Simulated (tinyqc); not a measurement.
Permittivity of the insulator from five potentials.

Inverse problem. A node lies on a semiconductor-insulator interface. Steps: hs = tb/1 down into the semiconductor, ho = tox/1 up into the insulator, hy = L/4 sideways. The flux balance of its box reads eox (hy/ho)(above - node) + eps_r (hy/hs)(below - node) + [(eps_r hs + eox ho)/(2 hy)](left + right - 2 node) - q Na (hs/2) hy/eps0 = 0. Find eox.

Inputs (values chosen for the exercise); semiconductor permittivity made up:

| symbol | value | unit | meaning |
|---|---|---|---|
| eps_r | 11 |  | relative permittivity of the semiconductor |
| tb | 5 | nm | half the body thickness |
| tox | 5 | nm | insulator thickness |
| L | 24 | nm | channel length |
| Na | 1.1e18 | cm^-3 | acceptor density of the depleted body |

Constants: q = 1.602176634e-19 C, eps0 = 8.8541878128e-14 F/cm where lengths are in cm. Results are converted to the units shown.

psi (V): node 0.083629634, above -0.07, below 0.16522678, left 0.14363967, right 0.27897802

Answer. The balance is linear in eox.

eox = 25.0

Numbers from tinyqc (`OMP_NUM_THREADS=1 python tinyqc.py 2480024 2480025 out.jsonl`; about 0.09 s on one thread of a shared Intel Xeon 2.30GHz).
